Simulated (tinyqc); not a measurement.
Inside a calculation (part 1 of 2). Method: RKS/LDA (VWN5) in the 6-31g basis, for H3+, spin multiplicity 1. Computed by tinyqc, a small Python program that keeps every step (integrals from PySCF). Settings: charge = 1, multiplicity = 1, basis = 6-31g, energy threshold = 1e-08, iteration cap = 85, orthogonalisation = symmetric, start = core, DIIS depth = 8, method = RKS, functional = lda,vwn, grid = [15, 50]. Command: `OMP_NUM_THREADS=1 python tinyqc.py 26338 26339 out.jsonl` (the two numbers bound the seeds that draw the settings). One thread of a shared host (Intel(R) Xeon(R) Processor @ 2.60GHz), about 0.3 s of CPU time with the checks. Later iterations appear only in the table of the cycle.

## One-electron integrals

Geometry (angstrom):
```
atom         x         y         z
H     0.000000  0.000000  0.000000
H     0.000000  0.000000  1.512000
H     0.000000  1.309000  0.756000
```

Basis 6-31g: exponents (1/bohr^2) and contraction coefficients of normalised primitives:
```
element  l (shell)   exponent  coefficient
H            s (1)  18.731137     0.033495
H            s (1)   2.825394     0.234727
H            s (1)   0.640122     0.813757
H            s (2)   0.161278     1.000000
```

Overlap, kinetic and nuclear-attraction integrals over the contracted functions; the nuclear repulsion is the sum of Za Zb / Rab.

nuclear repulsion = 1.05012738 hartree

overlap S, lower triangle:
```
          1H 1s     1H 2s     2H 1s     2H 2s     3H 1s     3H 2s
1H 1s  1.000000
1H 2s  0.658292  1.000000
2H 1s  0.052312  0.225372  1.000000
2H 2s  0.225372  0.517713  0.658292  1.000000
3H 1s  0.052382  0.225491  0.052382  0.225491  1.000000
3H 2s  0.225491  0.517881  0.225491  0.517881  0.658292  1.000000
```

kinetic energy T (hartree), lower triangle:
```
           1H 1s     1H 2s      2H 1s     2H 2s     3H 1s     3H 2s
1H 1s   1.395678
1H 2s   0.259735  0.241917
2H 1s  -0.045554  0.025216   1.395678
2H 2s   0.025216  0.070276   0.259735  0.241917
3H 1s  -0.045574  0.025260  -0.045574  0.025260  1.395678
3H 2s   0.025260  0.070325   0.025260  0.070325  0.259735  0.241917
```

nuclear attraction V (hartree), lower triangle:
```
           1H 1s      1H 2s      2H 1s      2H 2s      3H 1s      3H 2s
1H 1s  -2.353285
1H 2s  -1.203031  -1.325679
2H 1s  -0.095302  -0.414457  -2.353285
2H 2s  -0.414457  -0.742179  -1.203031  -1.325679
3H 1s  -0.095443  -0.414701  -0.095443  -0.414701  -2.353371
3H 2s  -0.414685  -0.742431  -0.414685  -0.742431  -1.203087  -1.325752
```

core Hamiltonian H = T + V (hartree), lower triangle:
```
           1H 1s      1H 2s      2H 1s      2H 2s      3H 1s      3H 2s
1H 1s  -0.957606
1H 2s  -0.943296  -1.083762
2H 1s  -0.140856  -0.389242  -0.957606
2H 2s  -0.389242  -0.671903  -0.943296  -1.083762
3H 1s  -0.141016  -0.389441  -0.141016  -0.389441  -0.957693
3H 2s  -0.389425  -0.672105  -0.389425  -0.672105  -0.943352  -1.083835
```

## Two-electron integrals

Functions are numbered as in S; the eight-fold symmetry (ij|kl) = (ji|kl) = (kl|ij) leaves the list below.

Two-electron integrals (ij|kl) in chemists' order, unique and non-zero (hartree):
```
(11|11) 1.076566   (21|11) 0.578470   (21|21) 0.329423   (22|11) 0.587396
(22|21) 0.361304   (22|22) 0.453150   (31|11) 0.033956   (31|21) 0.020782
(31|22) 0.025485   (31|31) 0.002458   (32|11) 0.095640   (32|21) 0.061822
(32|22) 0.086104   (32|31) 0.008371   (32|32) 0.037912   (33|11) 0.349785
(33|21) 0.229704   (33|22) 0.337414   (33|31) 0.033956   (33|32) 0.186304
(33|33) 1.076566   (41|11) 0.186304   (41|21) 0.107585   (41|22) 0.120648
(41|31) 0.008371   (41|32) 0.025499   (41|33) 0.095640   (41|41) 0.037912
(42|11) 0.256114   (42|21) 0.160760   (42|22) 0.211216   (42|31) 0.015500
(42|32) 0.059922   (42|33) 0.256114   (42|41) 0.059922   (42|42) 0.121457
(43|11) 0.229704   (43|21) 0.150368   (43|22) 0.218876   (43|31) 0.020782
(43|32) 0.107585   (43|33) 0.578470   (43|41) 0.061822   (43|42) 0.160760
(43|43) 0.329423   (44|11) 0.337414   (44|21) 0.218876   (44|22) 0.313362
(44|31) 0.025485   (44|32) 0.120648   (44|33) 0.587396   (44|41) 0.086104
(44|42) 0.211216   (44|43) 0.361304   (44|44) 0.453150   (51|11) 0.034008
(51|21) 0.020813   (51|22) 0.025521   (51|31) 0.001709   (51|32) 0.005552
(51|33) 0.021006   (51|41) 0.007532   (51|42) 0.013182   (51|43) 0.013710
(51|44) 0.019529   (51|51) 0.002465   (52|11) 0.095712   (52|21) 0.061867
(52|22) 0.086162   (52|31) 0.005549   (52|32) 0.021114   (52|33) 0.085120
(52|41) 0.022806   (52|42) 0.048002   (52|43) 0.055499   (52|44) 0.079494
(52|51) 0.008388   (52|52) 0.037953   (53|11) 0.021006   (53|21) 0.013710
(53|22) 0.019529   (53|31) 0.001709   (53|32) 0.007532   (53|33) 0.034008
(53|41) 0.005552   (53|42) 0.013182   (53|43) 0.020813   (53|44) 0.025521
(53|51) 0.001711   (53|52) 0.007536   (53|53) 0.002465   (54|11) 0.085120
(54|21) 0.055499   (54|22) 0.079494   (54|31) 0.005549   (54|32) 0.022806
(54|33) 0.095712   (54|41) 0.021114   (54|42) 0.048002   (54|43) 0.061867
(54|44) 0.086162   (54|51) 0.007536   (54|52) 0.036550   (54|53) 0.008388
(54|54) 0.037953   (55|11) 0.349870   (55|21) 0.229759   (55|22) 0.337481
(55|31) 0.020983   (55|32) 0.085083   (55|33) 0.349870   (55|41) 0.085083
(55|42) 0.194817   (55|43) 0.229759   (55|44) 0.337481   (55|51) 0.034008
(55|52) 0.186408   (55|53) 0.034008   (55|54) 0.186408   (55|55) 1.076566
(61|11) 0.186408   (61|21) 0.107644   (61|22) 0.120713   (61|31) 0.007525
(61|32) 0.022801   (61|33) 0.085105   (61|41) 0.036531   (61|42) 0.056762
(61|43) 0.055490   (61|44) 0.079484   (61|51) 0.008388   (61|52) 0.025530
(61|53) 0.005555   (61|54) 0.022816   (61|55) 0.095712   (61|61) 0.037953
(62|11) 0.256218   (62|21) 0.160824   (62|22) 0.211295   (62|31) 0.013169
(62|32) 0.047987   (62|33) 0.194846   (62|41) 0.056754   (62|42) 0.109390
(62|43) 0.125463   (62|44) 0.175828   (62|51) 0.015526   (62|52) 0.059975
(62|53) 0.013185   (62|54) 0.056782   (62|55) 0.256218   (62|61) 0.059975
(62|62) 0.121535   (63|11) 0.085105   (63|21) 0.055490   (63|22) 0.079484
(63|31) 0.007525   (63|32) 0.036531   (63|33) 0.186408   (63|41) 0.022801
(63|42) 0.056762   (63|43) 0.107644   (63|44) 0.120713   (63|51) 0.005555
(63|52) 0.022816   (63|53) 0.008388   (63|54) 0.025530   (63|55) 0.095712
(63|61) 0.021121   (63|62) 0.048011   (63|63) 0.037953   (64|11) 0.194846
(64|21) 0.125463   (64|22) 0.175828   (64|31) 0.013169   (64|32) 0.056754
(64|33) 0.256218   (64|41) 0.047987   (64|42) 0.109390   (64|43) 0.160824
(64|44) 0.211295   (64|51) 0.013185   (64|52) 0.056782   (64|53) 0.015526
(64|54) 0.059975   (64|55) 0.256218   (64|61) 0.048011   (64|62) 0.109420
(64|63) 0.059975   (64|64) 0.121535   (65|11) 0.229759   (65|21) 0.150403
(65|22) 0.218917   (65|31) 0.013695   (65|32) 0.055474   (65|33) 0.229759
(65|41) 0.055474   (65|42) 0.125442   (65|43) 0.150403   (65|44) 0.218917
(65|51) 0.020813   (65|52) 0.107644   (65|53) 0.020813   (65|54) 0.107644
(65|55) 0.578470   (65|61) 0.061867   (65|62) 0.160824   (65|63) 0.061867
(65|64) 0.160824   (65|65) 0.329423   (66|11) 0.337481   (66|21) 0.218917
(66|22) 0.313409   (66|31) 0.019506   (66|32) 0.079457   (66|33) 0.337481
(66|41) 0.079457   (66|42) 0.175793   (66|43) 0.218917   (66|44) 0.313409
(66|51) 0.025521   (66|52) 0.120713   (66|53) 0.025521   (66|54) 0.120713
(66|55) 0.587396   (66|61) 0.086162   (66|62) 0.211295   (66|63) 0.086162
(66|64) 0.211295   (66|65) 0.361304   (66|66) 0.453150
```

## Orthogonalisation

S = U s U^T; symmetric (Loewdin) form X = U s^(-1/2) U^T, so that X^T S X = 1.

eigenvalues of S: 0.223440  0.223490  0.367282  1.206216  1.206484  2.773086

X, lower triangle:
```
           1H 1s      1H 2s      2H 1s      2H 2s      3H 1s     3H 2s
1H 1s   1.261197
1H 2s  -0.515047   1.506196
2H 1s   0.033570   0.015592   1.261197
2H 2s   0.015592  -0.291885  -0.515047   1.506196
3H 1s   0.033577   0.015579   0.033577   0.015579   1.261201
3H 2s   0.015563  -0.292074   0.015563  -0.292074  -0.515064  1.506334
```

## Starting guess

The start is the orbitals of the core Hamiltonian; D = 2 C_occ C_occ^T.

D at the start, lower triangle:
```
          1H 1s     1H 2s     2H 1s     2H 2s     3H 1s     3H 2s
1H 1s  0.138687
1H 2s  0.126115  0.114682
2H 1s  0.138687  0.126115  0.138687
2H 2s  0.126115  0.114682  0.126115  0.114682
3H 1s  0.138765  0.126185  0.138765  0.126185  0.138842
3H 2s  0.126177  0.114739  0.126177  0.114739  0.126248  0.114796
```

## Iteration 1: exchange-correlation on the grid

Becke grid with 15 radial and 50 angular points per atom, points of zero weight dropped. rho = sum D_ij phi_i phi_j; V_xc,ij = sum w v_xc phi_i phi_j; v_xc is d(rho eps)/d rho.

The 16 grid points with the largest w rho, of 2244 (bohr, atomic units):
```
x                 y         z         w       rho     eps_xc       v_xc
0.000000   0.826635  0.826635  0.135026  0.044539  -0.309354  -0.403645
0.000000   0.826635  2.030631  0.135026  0.044539  -0.309354  -0.403645
-1.165235  1.308417  1.428633  0.329321  0.017563  -0.233217  -0.303749
1.165235   1.308417  1.428633  0.329321  0.017563  -0.233217  -0.303749
0.951410   0.951410  0.951410  0.241509  0.022316  -0.250756  -0.326735
-0.951410  0.951410  0.951410  0.241509  0.022316  -0.250756  -0.326735
0.951410   0.951410  1.905856  0.241509  0.022316  -0.250756  -0.326735
-0.951410  0.951410  1.905856  0.241509  0.022316  -0.250756  -0.326735
0.352478   0.352478  1.057435  0.126654  0.041620  -0.303029  -0.395337
-0.352478  0.352478  1.057435  0.126654  0.041620  -0.303029  -0.395337
0.352478   0.352478  1.799831  0.126654  0.041620  -0.303029  -0.395337
-0.352478  0.352478  1.799831  0.126654  0.041620  -0.303029  -0.395337
-0.352478  1.416217  1.076155  0.124177  0.041185  -0.302060  -0.394064
0.352478   1.416217  1.076155  0.124177  0.041185  -0.302060  -0.394064
-0.352478  1.416217  1.781111  0.124177  0.041185  -0.302060  -0.394064
0.352478   1.416217  1.781111  0.124177  0.041185  -0.302060  -0.394064
```

electrons on the grid, sum of w rho = 1.999418

E_xc = sum of w rho eps_xc = -0.51563587 hartree

V_xc (hartree), lower triangle:
```
           1H 1s      1H 2s      2H 1s      2H 2s      3H 1s      3H 2s
1H 1s  -0.415505
1H 2s  -0.230928  -0.251182
2H 1s  -0.019471  -0.081055  -0.415505
2H 2s  -0.081055  -0.144071  -0.230928  -0.251182
3H 1s  -0.019490  -0.081118  -0.019490  -0.081118  -0.415758
3H 2s  -0.081110  -0.144143  -0.081110  -0.144143  -0.230948  -0.251302
```

## Iteration 1: building the Kohn-Sham matrix

J_ij = sum D_kl (ij|kl); F = H + J + V_xc; E = tr D H + tr D J / 2 + E_xc + E_nn.

Coulomb J (hartree), lower triangle:
```
          1H 1s     1H 2s     2H 1s     2H 2s     3H 1s     3H 2s
1H 1s  1.025259
1H 2s  0.626075  0.801942
2H 1s  0.056409  0.226268  1.025259
2H 2s  0.226268  0.452268  0.626075  0.801942
3H 1s  0.056493  0.226440  0.056493  0.226440  1.025606
3H 2s  0.226393  0.452445  0.226393  0.452445  0.626259  0.802100
```

Kohn-Sham matrix F (hartree), lower triangle:
```
           1H 1s      1H 2s      2H 1s      2H 2s      3H 1s      3H 2s
1H 1s  -0.347852
1H 2s  -0.548148  -0.533002
2H 1s  -0.103919  -0.244029  -0.347852
2H 2s  -0.244029  -0.363706  -0.548148  -0.533002
3H 1s  -0.104013  -0.244119  -0.104013  -0.244119  -0.347845
3H 2s  -0.244143  -0.363803  -0.244143  -0.363803  -0.548042  -0.533037
```

total energy of this density = -1.18160302 hartree

## Iteration 1: diagonalisation and new density

Diagonalise F' = X^T F X, C = X C', fill 1 alpha and 1 beta electrons from the bottom; D = 2 C_occ C_occ^T. Each column has its largest component positive (the first on a tie).

F' = X^T F X (hartree), lower triangle:
```
           1          2          3          4          5          6
1   0.006091
2  -0.488455  -0.116225
3   0.025162  -0.051954   0.006091
4  -0.051954  -0.080528  -0.488455  -0.116225
5   0.025136  -0.052010   0.025136  -0.052010   0.005964
6  -0.052011  -0.080514  -0.052011  -0.080514  -0.488228  -0.116383
```

orbital energies (hartree): MO1 -0.725894, MO2 -0.463964, MO3 -0.463825, MO4 0.408883, MO5 0.409196, MO6 0.504918

coefficients C:
```
            MO1        MO2        MO3        MO4        MO5        MO6
1H 1s  0.240289   0.340108  -0.196341   0.508235  -0.882411   0.780844
1H 2s  0.255826   0.644777  -0.372401  -0.667972   1.158274  -0.545194
2H 1s  0.240289  -0.340108  -0.196341   0.508235   0.882411   0.780844
2H 2s  0.255826  -0.644777  -0.372401  -0.667972  -1.158274  -0.545194
3H 1s  0.240237   0.000000   0.392680  -1.020153   0.000000   0.778484
3H 2s  0.255770   0.000000   0.744797   1.338442   0.000000  -0.542092
```

D after iteration 1, lower triangle:
```
          1H 1s     1H 2s     2H 1s     2H 2s     3H 1s     3H 2s
1H 1s  0.115478
1H 2s  0.122944  0.130894
2H 1s  0.115478  0.122944  0.115478
2H 2s  0.122944  0.130894  0.122944  0.130894
3H 1s  0.115453  0.122918  0.115453  0.122918  0.115428
3H 2s  0.122917  0.130865  0.122917  0.130865  0.122891  0.130837
```

## Iteration 2: exchange-correlation on the grid

As before.

The 16 grid points with the largest w rho, of 2244 (bohr, atomic units):
```
x                 y         z         w       rho     eps_xc       v_xc
-1.165235  1.308417  1.428633  0.329321  0.018348  -0.236325  -0.307821
1.165235   1.308417  1.428633  0.329321  0.018348  -0.236325  -0.307821
0.000000   0.826635  2.030631  0.135026  0.044291  -0.308827  -0.402953
0.000000   0.826635  0.826635  0.135026  0.044291  -0.308827  -0.402953
0.951410   0.951410  0.951410  0.241509  0.023080  -0.253329  -0.330108
0.951410   0.951410  1.905856  0.241509  0.023080  -0.253329  -0.330108
-0.951410  0.951410  1.905856  0.241509  0.023080  -0.253329  -0.330108
-0.951410  0.951410  0.951410  0.241509  0.023080  -0.253329  -0.330108
1.165235   0.000000  1.692031  0.310379  0.017015  -0.230996  -0.300839
-1.165235  0.000000  1.692031  0.310379  0.017015  -0.230996  -0.300839
-1.165235  0.000000  1.165235  0.310379  0.017015  -0.230996  -0.300839
1.165235   0.000000  1.165235  0.310379  0.017015  -0.230996  -0.300839
-0.352478  0.352478  1.799831  0.126654  0.041498  -0.302757  -0.394979
0.352478   0.352478  1.799831  0.126654  0.041498  -0.302757  -0.394979
-0.352478  0.352478  1.057435  0.126654  0.041498  -0.302757  -0.394979
0.352478   0.352478  1.057435  0.126654  0.041498  -0.302757  -0.394979
```

electrons on the grid, sum of w rho = 1.999422

E_xc = sum of w rho eps_xc = -0.50274108 hartree

V_xc (hartree), lower triangle:
```
           1H 1s      1H 2s      2H 1s      2H 2s      3H 1s      3H 2s
1H 1s  -0.408672
1H 2s  -0.228962  -0.252337
2H 1s  -0.019417  -0.080572  -0.408672
2H 2s  -0.080572  -0.144664  -0.228962  -0.252337
3H 1s  -0.019433  -0.080614  -0.019433  -0.080614  -0.408780
3H 2s  -0.080625  -0.144724  -0.080625  -0.144724  -0.228908  -0.252412
```

## Iteration 2: building the Kohn-Sham matrix

As before.

Coulomb J (hartree), lower triangle:
```
          1H 1s     1H 2s     2H 1s     2H 2s     3H 1s     3H 2s
1H 1s  1.011674
1H 2s  0.619771  0.797234
2H 1s  0.055927  0.224158  1.011674
2H 2s  0.224158  0.449524  0.619771  0.797234
3H 1s  0.056003  0.224275  0.056003  0.224275  1.011663
3H 2s  0.224275  0.449662  0.224275  0.449662  0.619772  0.797247
```

Kohn-Sham matrix F (hartree), lower triangle:
```
           1H 1s      1H 2s      2H 1s      2H 2s      3H 1s      3H 2s
1H 1s  -0.354604
1H 2s  -0.552487  -0.538865
2H 1s  -0.104346  -0.245655  -0.354604
2H 2s  -0.245655  -0.367043  -0.552487  -0.538865
3H 1s  -0.104446  -0.245779  -0.104446  -0.245779  -0.354810
3H 2s  -0.245776  -0.367167  -0.245776  -0.367167  -0.552488  -0.539000
```

total energy of this density = -1.18374505 hartree

## Iteration 2: DIIS over 2 matrices

error matrix X^T (FDS - SDF) X:
```
           1          2          3          4         5          6
1   0.000000  -0.000408   0.000000  -0.000408  0.000062  -0.000377
2   0.000408   0.000000   0.000408   0.000000  0.000490   0.000041
3   0.000000  -0.000408   0.000000  -0.000408  0.000062  -0.000377
4   0.000408   0.000000   0.000408   0.000000  0.000490   0.000041
5  -0.000062  -0.000490  -0.000062  -0.000490  0.000000  -0.000458
6   0.000377  -0.000041   0.000377  -0.000041  0.000458   0.000000
```

B (overlaps of the stored error matrices):
```
                1               2
1   1.0724812e-02  -1.8665170e-04
2  -1.8665170e-04   3.2996953e-06
```

Minimise |sum c_i e_i|^2 with sum c_i = 1: solve [B -1; -1 0][c; lambda] = [0; -1] with B_ij = tr e_i^T e_j, and take F = sum c_i F_i.

DIIS coefficients: 0.017111  0.982889

extrapolated F (hartree), lower triangle:
```
           1H 1s      1H 2s      2H 1s      2H 2s      3H 1s      3H 2s
1H 1s  -0.354489
1H 2s  -0.552412  -0.538765
2H 1s  -0.104339  -0.245627  -0.354489
2H 2s  -0.245627  -0.366986  -0.552412  -0.538765
3H 1s  -0.104439  -0.245751  -0.104439  -0.245751  -0.354691
3H 2s  -0.245748  -0.367109  -0.245748  -0.367109  -0.552412  -0.538898
```

## Iteration 2: diagonalisation and new density

As before.

F' = X^T F X (hartree), lower triangle:
```
           1          2          3          4          5          6
1  -0.000468
2  -0.488795  -0.121201
3   0.025198  -0.052076  -0.000468
4  -0.052076  -0.080815  -0.488795  -0.121201
5   0.025173  -0.052143   0.025173  -0.052143  -0.000820
6  -0.052133  -0.080807  -0.052133  -0.080807  -0.488566  -0.121459
```

orbital energies (hartree): MO1 -0.732409, MO2 -0.469806, MO3 -0.469763, MO4 0.403328, MO5 0.403755, MO6 0.499280

coefficients C:
```
            MO1        MO2        MO3        MO4        MO5        MO6
1H 1s  0.240617   0.341074  -0.196971   0.507354  -0.882039   0.781157
1H 2s  0.255457   0.643509  -0.371723  -0.667932   1.158979  -0.545878
2H 1s  0.240617  -0.341074  -0.196971   0.507354   0.882039   0.781157
2H 2s  0.255457  -0.643509  -0.371723  -0.667932  -1.158979  -0.545878
3H 1s  0.240770   0.000000   0.393805  -1.020354   0.000000   0.777487
3H 2s  0.255677   0.000000   0.743169   1.339761   0.000000  -0.541111
```

D after iteration 2, lower triangle:
```
          1H 1s     1H 2s     2H 1s     2H 2s     3H 1s     3H 2s
1H 1s  0.115793
1H 2s  0.122935  0.130517
2H 1s  0.115793  0.122935  0.115793
2H 2s  0.122935  0.130517  0.122935  0.130517
3H 1s  0.115867  0.123013  0.115867  0.123013  0.115941
3H 2s  0.123041  0.130629  0.123041  0.130629  0.123119  0.130742
```

## Iteration 5 (converged): orbitals

converged F (hartree), lower triangle:
```
           1H 1s      1H 2s      2H 1s      2H 2s      3H 1s      3H 2s
1H 1s  -0.354528
1H 2s  -0.552433  -0.538782
2H 1s  -0.104341  -0.245634  -0.354528
2H 2s  -0.245634  -0.366995  -0.552433  -0.538782
3H 1s  -0.104438  -0.245740  -0.104438  -0.245740  -0.354617
3H 2s  -0.245752  -0.367105  -0.245752  -0.367105  -0.552373  -0.538866
```

As before.

F' = X^T F X (hartree), lower triangle:
```
           1          2          3          4          5          6
1  -0.000509
2  -0.488797  -0.121216
3   0.025198  -0.052077  -0.000509
4  -0.052077  -0.080819  -0.488797  -0.121216
5   0.025172  -0.052140   0.025172  -0.052140  -0.000744
6  -0.052135  -0.080805  -0.052135  -0.080805  -0.488561  -0.121432
```

orbital energies (hartree): MO1 -0.732410, MO2 -0.469833, MO3 -0.469739, MO4 0.403350, MO5 0.403730, MO6 0.499277

coefficients C:
```
            MO1        MO2        MO3        MO4        MO5        MO6
1H 1s  0.240655   0.341089  -0.196940   0.507658  -0.882033   0.780956
1H 2s  0.255505   0.643488  -0.371685  -0.668142   1.158990  -0.545626
2H 1s  0.240655  -0.341089  -0.196940   0.507658   0.882033   0.780956
2H 2s  0.255505  -0.643488  -0.371685  -0.668142  -1.158990  -0.545626
3H 1s  0.240696   0.000000   0.393811  -1.020061   0.000000   0.777891
3H 2s  0.255581   0.000000   0.743240   1.339535   0.000000  -0.541618
```

D after iteration 5, lower triangle:
```
          1H 1s     1H 2s     2H 1s     2H 2s     3H 1s     3H 2s
1H 1s  0.115830
1H 2s  0.122977  0.130566
2H 1s  0.115830  0.122977  0.115830
2H 2s  0.122977  0.130566  0.122977  0.130566
3H 1s  0.115850  0.122998  0.115850  0.122998  0.115869
3H 2s  0.123014  0.130605  0.123014  0.130605  0.123035  0.130643
```
